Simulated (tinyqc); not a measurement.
Chemical shift by three methods: effective-mass impurity with a central-cell term, in a basis of Slater functions. Computed by tinyqc, a small Python program. Command: `OMP_NUM_THREADS=1 python tinyqc.py 3018209 3018210 out.jsonl centralcell walk`. One thread of a shared host (Intel(R) Xeon(R) Processor @ 2.30GHz), about 0.01 s of CPU time with the checks.

The envelope obeys H = -nabla^2 - (2/r) [Z + A exp(-kappa r)] in effective units, with kappa = a*/lambda; positive A deepens the well near the core.

Inputs (values chosen for the exercise, with screening close to that of ZnO):
```
quantity,value,unit
effective mass m,0.336,m_0
dielectric constant eps,8.31,-
charge Z of the core,1,-
central-cell strength A,1.5,-
central-cell range lambda,2.2,angstrom
```

Impurity: acceptor, one isotropic band.

Constants: Ry = 13.605693123 eV; a_0 = 0.529177210903 angstrom.

Method:
- Units: Ry* = Ry m/eps^2 and a* = a_0 eps/m, with m in m_0.
- kappa = a*/lambda; the hydrogenic ground state is bound by Z^2 Ry*.
- For s functions exp(-zeta r), with s = zeta_i + zeta_j: S = 2/s^3, T = zeta_i zeta_j S, V = -2 Z/s^2, W = -2 A/(s + kappa)^2; each function is normalised by dividing by sqrt(S_ii S_jj).
- Large basis: zeta_i = 0.06 x 1.6^(i-1), i = 1..22, same formulas; for p functions r exp(-zeta r): S = 24/s^5, T = zeta_i zeta_j S (centrifugal term included), V = -12 Z/s^4, W = -12 A/(s + kappa)^4; overlap eigenvalues below 1e-11 are dropped.
- First order: shift = 8 A Z^3/(2 Z + kappa)^2 Ry*. One exponent: minimise zeta^2 - 2 Z zeta - 8 A zeta^3/(2 zeta + kappa)^2 by golden section on 0.2 to 6 Z. All shifts are the binding beyond Z^2 Ry*.

kappa = 5.94895 1/a*

Ry* = 66.2000 meV

hydrogenic binding energy = 66.2000 meV

Shift of the 1s binding energy (meV):
```
A,first order,one exponent,large basis
-1.500,-12.572,-9.750,-8.993
-0.750,-6.286,-5.484,-5.251
0.150,1.257,1.296,1.308
0.375,3.143,3.396,3.478
0.750,6.286,7.393,7.761
1.500,12.572,18.020,19.887
1.880,15.757,25.416,28.702
```

What does the comparison show, and why?

The three columns are ordered, first order <= one exponent <= large basis, since each is a variational bound with more freedom. At the largest attractive A first order gives 55 % and one exponent 89 % of the shift; at the most repulsive A the true shift is -8.993 meV against -12.572. Attraction pulls the envelope in and feeds itself, repulsion pushes it out and saturates.

Extremes, crossings and ranges named in words are read from the listed rows.
